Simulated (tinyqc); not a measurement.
# Channel mobility from two channel lengths

Inverse problem. Two power MOSFETs differ only in channel length: R_on = R_rest + Lc (Wp + a)/(2 mch Cox Vov), Cox = 3.9 eps0/tox. Find mch and R_rest.

Parameters, values chosen for the exercise: gate oxide thickness (eps_r 3.9) tox = 44 nm; gate overdrive Vov = 11 V; width of the p body in one cell, channels included Wp = 3.3 um; gap between neighbouring p bodies a = 1.8 um.

Constants: eps0 = 8.8541878128e-14 F/cm where lengths are in cm. Results are converted to the units shown.

R_on at Lc = 0.47 and 0.96 um (mohm cm^2): 2.8669816  3.1453241

Solution. R_on is a straight line in Lc; its slope gives mch and its intercept the rest.

mch = 52.0 cm^2/(V s)
R_rest = 2.60 mohm cm^2

Numbers from tinyqc (`OMP_NUM_THREADS=1 python tinyqc.py 2230027 2230028 out.jsonl`; about 0.01 s on one thread of a shared Intel Xeon 2.30GHz).
